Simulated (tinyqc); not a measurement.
# Capacitances against the space between lines

Endless row of lines of width wl, height tl and space sl between grounded planes at distance hd; e2 fills the gaps beside the lines, e1 the rest. Laplace's equation is solved on meshes of 3, 6 and 12 steps per unit u and extrapolated (Aitken), which is good to about 0.2 %. C_even (all lines at 1 V) is the capacitance Cg to the planes; C_odd (neighbours in antiphase) = Cg + 4 Cc if only nearest neighbours couple, which defines Cc; total with quiet neighbours Cg + 2 Cc. Plate values 2 eps0 e1 wl/hd and eps0 e2 tl/sl.

Parameters, values chosen for the exercise: relative permittivity above and below the lines e1 = 3.9; relative permittivity between the lines e2 = 1; line width, in units u wl = 4 u; line height tl = 10 u; distance to each plane hd = 4 u.

Constants: eps0 = 8.8541878128e-12 F/m. Results are converted to the units shown.

The same in every row: plate Cg (aF/um) = 69.1.

Capacitances against the space between lines:
```
sl (u),Cg (aF/um),Cc (aF/um),Cg + 2 Cc (aF/um),C_odd (aF/um),plate Cc (aF/um),"share of coupling, 2 Cc/(Cg + 2 Cc) (%)"
2,98.7,65.7,230,361,44.3,57.1
4,120,30.5,181,241,22.1,33.7
6,134,16.9,168,201,14.8,20.1
8,143,9.93,163,183,11.1,12.2
12,154,3.64,161,168,7.38,4.51
16,158,1.36,161,164,5.53,1.70
24,160,0.195,161,161,3.69,0.243
```

As sl goes from 2 to 24, Cg rises from 98.7 to 160 aF/um, Cc falls from 65.7 to 0.195 aF/um and the share of coupling falls from 57.1 to 0.243 %. Cg is 1.43 times its plate value in the first row and 2.32 times in the last; for Cc the ratios are 1.48 and 0.0529. Neighbours in antiphase raise the load by a factor of 1.57 and 1.00 over quiet ones.

tinyqc, about 1 s, one thread, Intel Xeon 2.30GHz (shared host): `OMP_NUM_THREADS=1 python tinyqc.py 2790220 2790221 out.jsonl`
